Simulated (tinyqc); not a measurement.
# Resonant-tunnelling diode, transfer matrices and Tsu-Esaki current: effect of temperature at two biases

Emitter (band edge 0), barrier d1, well Lw, barrier d2, spacer ds, collector (edge -V). The bias drops linearly over these layers and none in the contacts; each layer is cut into ns equal slices, flat at the value of their centres. E is the energy of motion across the layers, C = hbar^2/(2 m0), psi and psi'/m are continuous. Transport is coherent, T(E) is taken as independent of the transverse momentum, and charge in the well is ignored.

The current at V = 0.978 V and at V = 1.495 V, Ef held fixed. For the pair (psi, psi'/m) a flat layer has M = [[cos kd, (m/k) sin kd], [-(k/m) sin kd, cos kd]] with k = sqrt(m (E - U)/C) above its edge U, and M = [[cosh Kd, (m/K) sinh Kd], [(K/m) sinh Kd, cosh Kd]] with K = sqrt(m (U - E)/C) below it. Later slices stand to the left. With M acting on (psi, psi'/m) and v = k/m in each lead, T(E) = 4 vL vR/[(vL vR M12 - M21)^2 + (vR M11 + vL M22)^2]. J = J0 times the integral over E > 0 of T(E) N(E), N = ln[(1 + exp((Ef - E)/Vt))/(1 + exp((Ef - V - E)/Vt))], J0 = q^2 mw m0 kB T/(2 pi^2 hbar^3) (times 1e-4 for A/cm^2 per eV). The integral is converged to the digits shown.

Parameters, values chosen for the exercise; masses and offsets close to those of InGaAs wells and AlAs barriers: mass in the well, spacer and contacts mw = 0.041 m0; barrier height U1 = 1.2 eV; barrier mass m1 = 0.15 m0; emitter barrier d1 = 1.1 nm; well width Lw = 2.3 nm; collector barrier d2 = 1.1 nm; slices in each layer ns = 2; undoped spacer after the collector barrier ds = 3.1 nm; Fermi energy of both contacts above their band edges Ef = 0.11 eV.

Constants: q = 1.602176634e-19 C, kB = 1.380649e-23 J/K, hbar = 1.054571817e-34 J s, m0 = 9.1093837015e-31 kg, Vt = kB T/q, hbar^2/(2 m0) = 0.0380998212 eV nm^2. Results are converted to the units shown.

Effect of temperature at two biases:

| T (K) | J at 0.978 V (kA/cm^2) | J at 1.495 V (kA/cm^2) | ratio |
|---|---|---|---|
| 40 | 593.5 | 11.26 | 52.70 |
| 77 | 594.1 | 11.37 | 52.25 |
| 150 | 597.7 | 11.79 | 50.69 |
| 220 | 606.7 | 12.45 | 48.73 |
| 300 | 624.9 | 13.48 | 46.36 |
| 400 | 657.9 | 15.15 | 43.42 |

What does the comparison show?

The first current rises from 593 to 658 kA/cm^2, the second rises from 11.3 to 15.1 kA/cm^2, and their ratio falls from 52.7 to 43.4.

tinyqc, about 0.07 s, one thread, Intel Xeon 2.30GHz (shared host): `OMP_NUM_THREADS=1 python tinyqc.py 2600063 2600064 out.jsonl`
